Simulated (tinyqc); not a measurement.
# Worked calculation: capacitance of parallel on-chip lines from Laplace's equation on a mesh

Program tinyqc, `OMP_NUM_THREADS=1 python tinyqc.py 2790153 2790154 out.jsonl`; Intel Xeon 2.30GHz, shared host, one thread, about 0.9 s. Printed values are rounded.

Cross-section of an endless row of equal lines between two grounded planes; neighbours are driven in antiphase (+1 V and -1 V), so the plane midway between two lines is at 0 V. By symmetry one quarter is solved: x runs from the centre of a line (column 0, mirror) to that midplane (column 4, 0 V), y from the mid-height of the line (row 0, mirror) to the ground plane (row 5, 0 V). The line fills columns 0 to 2 and rows 0 to 2 at 1 V. Cells beside the line (below row 2) have e2, cells above have e1. Each link between nodes has the conductance g = mean permittivity of the two cells beside it (a cell beyond a mirror counts as 0), and the free nodes obey sum g (V_neighbour - V) = 0.

Values chosen for this exercise:
```
symbol,value,unit,meaning
e1,3.9,,relative permittivity above and below the lines
e2,2.4,,relative permittivity between the lines
om,1,,over-relaxation factor
```

Constants: eps0 = 8.8541878128e-12 F/m. Results are converted to the units shown.

## Link conductances

gx[j, i] joins node (row j, column i) to column i + 1, gy[j, i] to row j + 1.

gx:
```
       col 0  col 1  col 2  col 3
row 0    1.2    1.2    1.2    1.2
row 1    2.4    2.4    2.4    2.4
row 2   3.15   3.15   3.15   3.15
row 3    3.9    3.9    3.9    3.9
row 4    3.9    3.9    3.9    3.9
row 5   1.95   1.95   1.95   1.95
```

gy:
```
       col 0  col 1  col 2  col 3  col 4
row 0    1.2    2.4    2.4    2.4    1.2
row 1    1.2    2.4    2.4    2.4    1.2
row 2   1.95    3.9    3.9    3.9   1.95
row 3   1.95    3.9    3.9    3.9   1.95
row 4   1.95    3.9    3.9    3.9   1.95
```

## Iteration 1: relaxation sweep

V at the start (V):
```
       col 0  col 1  col 2  col 3  col 4
row 0      1      1      1      0      0
row 1      1      1      1      0      0
row 2      1      1      1      0      0
row 3      0      0      0      0      0
row 4      0      0      0      0      0
row 5      0      0      0      0      0
```

One sweep visits the free nodes row by row from row 0, left to right, and replaces V by V + om (weighted mean of the neighbours - V), using new values at once.

V after sweep 1 (V):
```
         col 0    col 1    col 2    col 3    col 4
row 0  1.00000  1.00000  1.00000  0.25000  0.00000
row 1  1.00000  1.00000  1.00000  0.31250  0.00000
row 2  1.00000  1.00000  1.00000  0.30952  0.00000
row 3  0.25000  0.31250  0.32812  0.15941  0.00000
row 4  0.06250  0.09375  0.10547  0.06622  0.00000
row 5  0.00000  0.00000  0.00000  0.00000  0.00000
```

## Iteration 2: relaxation sweep

As before.

V after sweep 2 (V):
```
         col 0    col 1    col 2    col 3    col 4
row 0  1.00000  1.00000  1.00000  0.40625  0.00000
row 1  1.00000  1.00000  1.00000  0.42894  0.00000
row 2  1.00000  1.00000  1.00000  0.38105  0.00000
row 3  0.42188  0.46094  0.43145  0.21968  0.00000
row 4  0.15234  0.17969  0.16934  0.09726  0.00000
row 5  0.00000  0.00000  0.00000  0.00000  0.00000
```

## Course of the relaxation

Stop when no node changes by 1e-7 V. C = 4 eps0 sum g (difference of V along the link)^2, in aF/um.

Course of the iteration:
```
sweep  C (aF/um)  largest change (V)
1        338.545               0.328
2        290.165               0.172
3        278.480              0.0967
4        275.388              0.0525
5        274.540              0.0286
6        274.310              0.0152
7        274.248             7.96e-3
8        274.231             4.14e-3
9        274.227             2.14e-3
...          ...                 ...
17       274.225             1.06e-5
18       274.225             5.47e-6
19       274.225             2.82e-6
20       274.225             1.45e-6
21       274.225             7.47e-7
22       274.225             3.85e-7
23       274.225             1.98e-7
24       274.225             1.02e-7
25       274.225             5.26e-8
```

Converged in 25 sweeps. Over the last four sweeps the change shrinks by about 0.51 a sweep. C comes down from above, since the solution minimises the energy.

## Capacitance per length

converged V (V):
```
         col 0    col 1    col 2    col 3    col 4
row 0  1.00000  1.00000  1.00000  0.48925  0.00000
row 1  1.00000  1.00000  1.00000  0.47851  0.00000
row 2  1.00000  1.00000  1.00000  0.42478  0.00000
row 3  0.63143  0.61208  0.52954  0.27021  0.00000
row 4  0.30154  0.28737  0.23586  0.12652  0.00000
row 5  0.00000  0.00000  0.00000  0.00000  0.00000
```

C = 4 eps0 sum g (difference of V)^2 over all links (twice the energy of the four quarters, line at 1 V). Plate estimate without fringing: eps0 [2 e1 w/hd + 2 e2 t/(s/2)], w = 4 hx, t = 4 hx, s/2 = 2 hx, hd = 3 hx.

C = 274.225 aF/um
plate estimate = 177.084 aF/um

C depends on the shape only, not on the mesh step hx. Meshes 6, 12 and 24 times finer extrapolate (Aitken) to 256.3 aF/um; this mesh is 7.0 % above that, and the plate estimate is 31 % below it.
